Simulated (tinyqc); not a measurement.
# Cluster expansion of a binary alloy: correlations, fit, cross-validation and ground states, step by step

A worked calculation. Computed by tinyqc, a small Python program that keeps every step. Command: `OMP_NUM_THREADS=1 python tinyqc.py 3027337 3027338 out.jsonl clex walk`. One thread of a shared host (Intel(R) Xeon(R) Processor @ 2.30GHz), about 0.1 s of CPU time with the checks. Intermediate numbers are printed to about 6 digits and carried at full precision; extremes and crossings named in words are read from the listed rows.

s = +1 for A and -1 for B. Energy per site E = J0 + J1 P(point) + sum over clusters of m V P, with P the mean product of spins; V > 0 on a pair favours unlike neighbours. Clusters per site m: pair 1 6, pair 2 3, pair 3 12, triplet 8; the triplet is the triangle of first neighbours. Formation energies are counted from the line between pure A and pure B, which removes J0 and J1.

Inputs (values chosen for the exercise, for a model alloy):
```
quantity,value,unit
first-pair interaction V1,37,meV
second-pair interaction V2,18,meV
third-pair interaction V3,0.86,meV
triplet interaction Vt,8.9,meV
noise amplitude,12,meV/site
temperature T,4000,K
fraction x of B,0.63,-
```

Lattice: fcc.

Constants: k_B = 8.617333262e-05 eV/K.

## Design matrix

correlations P, counted on periodic cells:
```
,point,pair 1,pair 2,pair 3,triplet
A,1.00000,1.00000,1.00000,1.00000,1.00000
A3B L1_2,0.50000,0.00000,1.00000,0.00000,-0.50000
A3B D0_22,0.50000,0.00000,0.66667,0.33333,-0.50000
A3B (001) layers,0.50000,0.33333,0.66667,0.00000,0.50000
A2B (001) layers,0.33333,0.11111,0.55556,-0.33333,0.33333
AB L1_0,0.00000,-0.33333,1.00000,-0.33333,0.00000
AB L1_1,0.00000,0.00000,-1.00000,0.00000,0.00000
A2B2 (001) layers,0.00000,0.33333,0.33333,-0.33333,0.00000
AB2 (001) layers,-0.33333,0.11111,0.55556,-0.33333,-0.33333
AB3 L1_2,-0.50000,0.00000,1.00000,0.00000,0.50000
AB3 D0_22,-0.50000,0.00000,0.66667,0.33333,0.50000
AB3 (001) layers,-0.50000,0.33333,0.66667,0.00000,-0.50000
B,-1.00000,1.00000,1.00000,1.00000,-1.00000
```

Design matrix of formation energies: m (P - 1) for pairs and m (P(triplet) - P(point)) for the triplet; x = (1 - P(point))/2.

X:
```
,pair 1,pair 2,pair 3,triplet
A,0.0000,0.0000,0.0000,0.0000
A3B L1_2,-6.0000,0.0000,-12.0000,-8.0000
A3B D0_22,-6.0000,-1.0000,-8.0000,-8.0000
A3B (001) layers,-4.0000,-1.0000,-12.0000,0.0000
A2B (001) layers,-5.3333,-1.3333,-16.0000,0.0000
AB L1_0,-8.0000,0.0000,-16.0000,0.0000
AB L1_1,-6.0000,-6.0000,-12.0000,0.0000
A2B2 (001) layers,-4.0000,-2.0000,-16.0000,0.0000
AB2 (001) layers,-5.3333,-1.3333,-16.0000,0.0000
AB3 L1_2,-6.0000,0.0000,-12.0000,8.0000
AB3 D0_22,-6.0000,-1.0000,-8.0000,8.0000
AB3 (001) layers,-4.0000,-1.0000,-12.0000,0.0000
B,0.0000,0.0000,0.0000,0.0000
```

## Formation energies

standard normal numbers for the noise (0 for the pure ends): A 0.000, A3B L1_2 -0.325, A3B D0_22 0.663, A3B (001) layers -1.244, A2B (001) layers -0.681, AB L1_0 0.269, AB L1_1 0.959, A2B2 (001) layers -1.471, AB2 (001) layers -1.148, AB3 L1_2 2.103, AB3 D0_22 0.629, AB3 (001) layers 0.367, B 0.000

Exact: X V with V = (V1, V2, V3, Vt). The data to fit add the noise amplitude times the normal numbers, standing for what the clusters leave out.

exact energies (meV/site): A 0.000, A3B L1_2 -303.520, A3B D0_22 -318.080, A3B (001) layers -176.320, A2B (001) layers -235.093, AB L1_0 -309.760, AB L1_1 -340.320, A2B2 (001) layers -197.760, AB2 (001) layers -235.093, AB3 L1_2 -161.120, AB3 D0_22 -175.680, AB3 (001) layers -176.320, B 0.000

data (meV/site): A 0.000, A3B L1_2 -307.420, A3B D0_22 -310.124, A3B (001) layers -191.248, A2B (001) layers -243.265, AB L1_0 -306.532, AB L1_1 -328.812, A2B2 (001) layers -215.412, AB2 (001) layers -248.869, AB3 L1_2 -135.884, AB3 D0_22 -168.132, AB3 (001) layers -171.916, B 0.000

## Normal equations for V1, V2, Vt

Leave out pair 3: A = X^T X and b = X^T E (E being the data with noise) over these three columns; solve A V = b. The root-mean-square error runs over the structures between the pure ends.

matrix A:
```
,V1,V2,Vt
V1,348.889,78.222,0.000
V2,78.222,47.556,0.000
Vt,0.000,0.000,256.000
```

b (meV): [14893.5, 3901.3, 2508.2]

fitted V1, V2, Vt (meV): [38.4900, 18.7260, 9.7978]

root-mean-square error of the three-cluster fit = 14.3397 meV/site

The fit misses V1 by +1.49, V2 by +0.73 and Vt by +0.90 meV; the omitted V3 = 0.86 meV and the noise shift the fitted values.

## Which clusters to keep

For each set, H = X (X^T X)^-1 X^T over the structures between the ends; residual e = E - H E; leave-one-out error e_i/(1 - H_ii); both as root mean squares.

Fits:
```
clusters,fit error (meV/site),leave-one-out error (meV/site),largest H_ii
V1,58.2807,64.9327,0.183439
V1 V2,49.3935,62.3261,0.824987
V1 V3,55.4424,66.9188,0.348390
V1 V2 Vt,14.3397,30.3841,0.824987
V1 Vt,34.0962,42.0644,0.353185
V1 V2 V3,47.8677,61.5809,0.896047
V1 V3 Vt,28.9788,36.7037,0.515858
V1 V2 V3 Vt,7.5649,16.3612,0.896047
```

leave-one-out error without pair 3 = 30.3841 meV/site

leave-one-out error with all four = 16.3612 meV/site

The fit error can only fall as clusters are added, to 7.56 meV with all four. The leave-one-out error is least for V1 V2 V3 Vt (16.36 meV): dropping V2, V3 or Vt makes prediction worse at this noise.

## Ground states by the convex hull

Height above the hull = E less the lowest straight line between two structures that bracket x (or the lowest structure at the same x). The three-term fit is X V with the fitted values.

Hull among these structures (meV/site):
```
structure,x,exact E,above hull,fitted E,"above hull, fit"
A,0.00000,0.000,0.000,0.000,0.000
A3B L1_2,0.25000,-303.520,14.560,-309.322,18.726
A3B D0_22,0.25000,-318.080,0.000,-328.048,0.000
A3B (001) layers,0.25000,-176.320,141.760,-172.686,155.362
A2B (001) layers,0.33333,-235.093,90.400,-230.248,102.883
AB L1_0,0.50000,-309.760,30.560,-307.920,35.376
AB L1_1,0.50000,-340.320,0.000,-343.296,0.000
A2B2 (001) layers,0.50000,-197.760,142.560,-191.412,151.884
AB2 (001) layers,0.66667,-235.093,0.000,-230.248,0.000
AB3 L1_2,0.75000,-161.120,15.200,-152.558,20.128
AB3 D0_22,0.75000,-175.680,0.640,-171.284,1.402
AB3 (001) layers,0.75000,-176.320,0.000,-172.686,0.000
B,1.00000,0.000,0.000,0.000,0.000
```

lowest exact formation energy = -340.32 meV/site

On the exact hull: A, A3B D0_22, AB L1_1, AB2 (001) layers, AB3 (001) layers, B. The fit finds the same set. A structure at zero height may lie on a tie line without being a vertex, and structures outside this list could lie lower.

## The random alloy and its short-range order

Random alloy: P(pair) = p^2, P(triplet) = p^3, p = 1 - 2x, so H_mix = (p^2 - 1) sum m V(pairs) + (p^3 - p) m Vt; G_mix = H_mix + k_B T [x ln x + (1 - x) ln(1 - x)]. To first order in 1/T the Warren-Cowley parameter of shell 1 is alpha_1 = -(1 - p^2) V_eff/(k_B T), V_eff = V1 + (number of triplets on a first-neighbour bond) p Vt, that number being 4.

mixing enthalpy H_mix = -249.704 meV/site

mixing free energy G_mix = -476.842 meV/site

alpha_1 = -0.0750479

alpha_1 < 0: unlike neighbours are preferred.

Checks made by the program: leave-one-out formula against refits (relative difference below 1e-10).
